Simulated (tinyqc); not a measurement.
Force balance against energy balance: elastic strain and critical thickness of a cubic alloy layer A(1-x)B(x) on a thick substrate. Computed by tinyqc, a small Python program. Command: `OMP_NUM_THREADS=1 python tinyqc.py 3029828 3029829 out.jsonl misfit walk`. One thread of a shared host (Intel(R) Xeon(R) Processor @ 2.30GHz), about 0.01 s of CPU time with the checks.

Strain is positive in tension. The layer is coherent with the substrate unless said otherwise.

Inputs (values chosen for the exercise, for a model alloy):
```
quantity                        value      unit
fraction x of B                  0.27         -
lattice constant a_A            5.431  angstrom
lattice constant a_B            5.658  angstrom
substrate lattice constant a_S  5.441  angstrom
```

Growth plane: (001). Layer: uncapped. Misfit dislocation: 60-degree.

C11, C12, C44 of A (GPa): 152.9  69.59  86.81

C11, C12, C44 of B (GPa): 130.4  45.15  69.25

Method:
- a = (1 - x) a_A + x a_B, the same rule for each C_ij; misfit f = (a_S - a)/a, the in-plane strain of the coherent layer.
- Voigt averages: G = (C11 - C12 + 3 C44)/5, B = (C11 + 2 C12)/3, nu = (3 B - 2 G)/(2 (3 B + G)); b = a/sqrt(2). The 60-degree dislocation has cos alpha = 1/2, and cos lambda = 1/2 on (001).
- Matthews-Blakeslee: h_c = A [ln(h_c/b) + 1], A = b (1 - nu cos^2 alpha)/(8 pi |f| (1 + nu) cos lambda), the factor 8 pi being that of an uncapped layer.
- People-Bean: h_c = P ln(h_c/b), P = (1 - nu)/(1 + nu) b^2/(16 pi sqrt(2) a f^2). The misfit is scaled by 0.25, 0.4, 0.6, 1, 1.5, 2.2 at fixed a, b and nu; the upper root is taken, and rows with A < 1.3 b or P < 3 b, where the roots shrink to the core size or vanish, are left out.

misfit f = -0.00933855

prefactor A = 2.59776 nm

Poisson ratio nu = 0.207770

Burgers vector b = 0.388364 nm

free lattice constant a = 5.49229 angstrom

Critical thickness:
```
|f| (%)  Matthews-Blakeslee (nm)  People-Bean (nm)   ratio
0.2335                    63.324            4332.8  68.424
0.3735                    35.890            1499.9  41.791
0.5603                    21.760             591.5  27.183
0.9339                    11.370             178.1  15.661
1.4008                     6.651              66.4   9.983
2.0545                     3.907              25.0   6.400
```

The exponents d ln h_c/d ln f are -1.21 and -2.26 between the first rows, steeper than the -1 and -2 of the prefactors because of the logarithm. The ratio falls from 68.4 to 6.40 as the misfit grows. Where People-Bean lies above, a layer between the lines is metastable: dislocations would lower the energy but have to be nucleated. Above about 2 % misfit islands may come first.
